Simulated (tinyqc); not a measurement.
Harmonic transition-state theory with quantum, tunnelling and friction corrections. From one set of inputs to another, one input at a time. Computed by tinyqc, a small Python program. Command: `OMP_NUM_THREADS=1 python tinyqc.py 3012740 3012741 out.jsonl rates ladder`. One thread of a shared host (Intel(R) Xeon(R) Processor @ 2.30GHz), about 0.01 s of CPU time with the checks.

One atom hops between equivalent sites; three modes at the minimum and two real modes at the saddle are treated as harmonic, the rest of the crystal as unchanged; melting is ignored, so hot rows may lie above the melting point.

The inputs printed are set A. Set A is modelled on interstitial copper in silicon; the values taken over come from a set modelled on interstitial hydrogen in silicon. Inputs not listed in the table keep their values of set A, so the rows need not describe a real material.

Inputs (values chosen for the exercise, modelled on interstitial copper in silicon):
```
quantity                                value      unit
barrier E_b                             0.188        eV
imaginary frequency at the saddle nu_b   3.63       THz
temperature T                             120         K
jump length d                            2.35  angstrom
number of jump directions z                 4         -
friction gamma/(2 pi)                     5.1       THz
```

Lattice of sites: three-dimensional. Correction studied: friction.

frequencies at the minimum (THz): 4.99  5.47  7.51

real frequencies at the saddle (THz): 8.81  8.85

Constants: k_B = 8.617333262e-05 eV/K; h x 1 THz = 4.135667696 meV.

Method:
- Vineyard: nu* = product of minimum frequencies / product of real saddle frequencies; k_cl = nu* exp(-E_b/(k_B T)).
- Activation entropy S = k_B ln(nu* h/(k_B T)); for uncorrelated jumps D = z k d^2/6 and D0 = z nu* d^2/6; 1 angstrom^2 = 1e-16 cm^2.
- Quantum harmonic: k_q = (k_B T/h) [prod 2 sinh(x_i/2) (minimum) / prod 2 sinh(x_j/2) (saddle)] exp(-E_b/(k_B T)), x = h nu/(k_B T).
- Zero-point correction to the barrier = (h/2)(sum of saddle frequencies - sum of minimum frequencies).
- With u = h nu_b/(k_B T): Wigner factor 1 + u^2/24; parabolic barrier (Bell) (u/2)/sin(u/2), valid above T_c = h nu_b/(2 pi k_B); symmetric Eckart barrier: kappa = int_0^infinity P(E) exp(-(E - E_b)/(k_B T)) dE/(k_B T), P = (cosh 2a - 1)/(cosh 2a + cosh 2d), a = alpha sqrt(E/E_b), alpha = 2 pi E_b/(h nu_b), 2d = 2 sqrt(alpha^2 - pi^2/4).
- Kramers: spatial-diffusion factor kappa_s = sqrt(1 + y^2) - y with y = gamma/(2 omega_b); weak-friction (energy-diffusion) estimate kappa_e = Delta/2 with Delta = (16/3)(gamma/omega_b) E_b/(k_B T), the energy lost in one round trip of a well at the barrier energy of a symmetric quartic double well, over k_B T (half of the escaping atoms fall back); bridge 1/kappa = 1/kappa_s + 1/kappa_e. omega_b = 2 pi nu_b; rate with friction = kappa k_cl.

Each row keeps all changes above it:
```
input moved                                    from     to  ratio k_q/k_cl  Eckart factor  transmission kappa
set A                                             -      -         0.78289     1.0980e+00             0.51567
friction gamma/(2 pi) (THz)                     5.1    4.1         0.78289     1.0980e+00             0.57755
jump length d (angstrom)                       2.35   1.92         0.78289     1.0980e+00             0.57755
imaginary frequency at the saddle nu_b (THz)   3.63   28.3         0.78289     3.8426e+02             0.82140
temperature T (K)                               120    506         0.98358     1.4164e+00             0.59687
barrier E_b (eV)                              0.188  0.474         0.98358     1.3924e+00             0.76152
```

Ratio k_q/k_cl goes from 0.783 to 0.984, a factor 1.26 in all. The largest single move comes from temperature T (a factor 1.26). Eckart factor goes from 1.10 to 1.39, a factor 1.27 in all. The largest single move comes from imaginary frequency at the saddle nu_b (a factor 350), and temperature T works against it (a factor 0.00369). Transmission kappa goes from 0.516 to 0.762, a factor 1.48 in all. The largest single move comes from imaginary frequency at the saddle nu_b (a factor 1.42), and temperature T works against it (a factor 0.727). The single moves hold for this order of the switches; the total does not depend on the order.

Caution (rows set A, friction gamma/(2 pi), jump length d, imaginary frequency at the saddle nu_b): h nu exceeds k_B T, so zero-point and tunnelling corrections to the classical rate matter. Caution (all rows): the bridge is a rough interpolation, good to tens of per cent near the turnover. Caution (rows imaginary frequency at the saddle nu_b): below T_c a separable one-dimensional factor on the uncorrected barrier is unreliable. Caution (rows temperature T): the barrier is under 5 k_B T, where harmonic rate theory loses accuracy.

Extremes, crossings and ranges named in words are read from the listed rows.
